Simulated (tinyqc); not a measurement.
Stoner model of a band magnet at zero temperature: one step, computed by the program tinyqc.

Five orbitals per spin share one band; u = (E - E_bottom)/W runs from 0 to 1, and the states per spin, atom and energy are g = 5 d(u)/W with d = (8/pi) sqrt(u (1 - u)). N(u) is the integral of d from 0. The moment m = n_up - n_down (electrons per atom) moves the fillings to n +/- m/10; the energy is E(m) = E_band(m) - I m^2/4.

Problem. The paramagnetic state. Solve N(u_F) = n; g_F = 5 d(u_F)/W; the Stoner product is I g_F.

Inputs (values chosen for the exercise, for a model d band): band width W = 5.9 eV; filling n per spin orbital = 0.21; Stoner parameter I = 1.43 eV.

Density of states: semi-elliptic.

Give: u_F; g_F; Stoner product I g_F.

Solution.

u_F = 0.2630

g_F = 0.9501 1/eV

Stoner product I g_F = 1.359

I g_F > 1: the paramagnet is unstable.
